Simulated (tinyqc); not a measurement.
Which single mass stands for the valley: donor in an ellipsoidal valley (Kohn-Luttinger variational method). Computed by tinyqc, a small Python program. Command: `OMP_NUM_THREADS=1 python tinyqc.py 3010612 3010613 out.jsonl kohnlutt walk`. One thread of a shared host (Intel(R) Xeon(R) Processor @ 2.30GHz), about 0.03 s of CPU time with the checks.

H = -(d^2/dx^2 + d^2/dy^2) - gamma d^2/dz^2 - 2/r in units built on m_t, with gamma = m_t/m_l and z along the valley axis. One valley; no valley-orbit or central-cell term.

Inputs (values chosen for the exercise, for a model semiconductor): transverse mass m_t = 0.322 m_0; longitudinal mass m_l = 1.26 m_0; dielectric constant eps = 12.7.

Constants: Ry = 13.605693123 eV; a_0 = 0.529177210903 angstrom.

Method:
- Ry* = Ry m_t/eps^2, a* = a_0 eps/m_t, gamma = m_t/m_l.
- Trial function exp(-sqrt((x^2 + y^2)/a^2 + z^2/b^2)) with beta = b/a < 1: E = t/a^2 - u/a, t = (2 + gamma/beta^2)/3, u = 2 arcsin(sqrt(1 - beta^2))/sqrt(1 - beta^2); the best a is 2 t/u and E(beta) = -u^2/(4 t).
- Golden-section search on beta from 0.05 to 0.999, 60 steps.
- Gaussian basis: g = P exp(-al (x^2 + y^2) - be z^2) with P = 1 (s-like), z (2p0) or x (2p+-); al = 0.004 x 2.6^k, k = 0..11, and be/al = 1, gamma^(-1/2) or 1/gamma (36 functions); 1/r = (2/sqrt(pi)) int exp(-t^2 r^2) dt by 48 Gauss-Legendre points after t = sqrt(al_i + al_j) tan(theta); overlap eigenvalues below 1e-10 are dropped.
- A hydrogenic level is Ry m/eps^2 for one mass m; errors are against the Gaussian basis.

gamma = 0.255556

1s binding energy, Gaussian basis = 40.4594 meV

1s binding energy, trial function = 40.4197 meV

1s binding energy:
```
rule                                      mass (m_0)  binding (meV)  error (%)
transverse mass                               0.3220          27.16     -32.86
conductivity mass 3/(2/m_t + 1/m_l)           0.4283          36.13     -10.71
density-of-states mass (m_t^2 m_l)^(1/3)      0.5074          42.80       5.79
longitudinal mass                             1.2600         106.29     162.70
trial function with a and b                        -          40.42      -0.10
mass that fits 1s                             0.4796          40.46       0.00
```

What follows from these numbers?

The conductivity mass, which is what a spherical trial function (a = b) gives, falls short by 10.7 %, as a restricted variational bound must; the density-of-states mass is off by +5.8 %. The mass that fits lies between the two.

Extremes, crossings and ranges named in words are read from the listed rows.
